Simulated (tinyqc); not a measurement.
Small-signal admittance of a forward-biased p+-n diode: two steps of the calculation.

Holes injected into a neutral base of width wb with an ohmic contact at its end; low injection, p0 far above the equilibrium density. A small voltage v exp(i w t), w = 2 pi f, modulates the edge density by p0 v/Vt, and the small-signal density obeys Dp d2p/dx2 = (1/tau + i w) p.

Inputs (values chosen for the exercise); permittivity close to that of gallium arsenide:
- T = 300 K (temperature)
- eps_r = 12.9 (relative permittivity)
- Nd = 1.8e16 cm^-3 (donor density of the base)
- Dp = 5.7 cm^2/s (hole diffusion coefficient)
- tau = 5e-8 s (hole lifetime)
- wb = 0.59 um (width of the neutral base)
- p0 = 8.8e14 cm^-3 (excess hole density at the junction edge)
- Na = 3e18 cm^-3 (acceptor density of the p+ side)
- f = 4.8e7 Hz (signal frequency)

Constants: q = 1.602176634e-19 C, kB = 1.380649e-23 J/K, Vt = kB T/q, eps0 = 8.8541878128e-14 F/cm where lengths are in cm. Results are converted to the units shown.

Task 1. Closed-form admittance. L = sqrt(Dp tau); direct current J = (q Dp p0/L) coth(wb/L); k = sqrt(1 + i w tau)/L; diffusion admittance Y = (q Dp p0/Vt) k coth(k wb) = G + i w C_diff; junction capacitance C_j = sqrt(q eps0 eps_r Nd/(2 Vr)) in the depletion approximation, with the remaining barrier Vr = Vt ln(Na/p0), a rough value under forward bias; base-width modulation is left out.

Wanted: L; J; k wb; Y; C_diff; C_j.

Result 1.

L = 5.339 um
J = 13.68 A/cm^2
k wb = 0.3137+0.2936i
Y = 529.4+32.3i S/cm^2
C_diff = 0.1071 uF/cm^2
C_j = 0.08850 uF/cm^2

G is 1.00 times its low-frequency value J/Vt, and C_diff is 1.21 times C_j.

Task 2. The same by finite differences. 6 equal intervals, h = wb/6; u = small-signal density over its edge value, u_0 = 1, u_6 = 0; u_(i-1) + b u_i + u_(i+1) = 0 with b = -2 - h^2 (1/tau + i w)/Dp; Y = (q Dp p0/(Vt h)) (-b/2 - u_1), which includes the half box at the edge.

Give: b; u; Y on the mesh.

Result 2.

b = -2.0003-0.0051i
u, node 1 to 5: 0.83269-0.00780i  0.66571-0.01134i  0.49901-0.01148i  0.33254-0.00907i  0.16623-0.00496i
Y on the mesh = 529.45+32.74i S/cm^2

Program tinyqc, `OMP_NUM_THREADS=1 python tinyqc.py 2890130 2890131 out.jsonl`; Intel Xeon 2.30GHz, shared host, one thread, about 0.01 s.
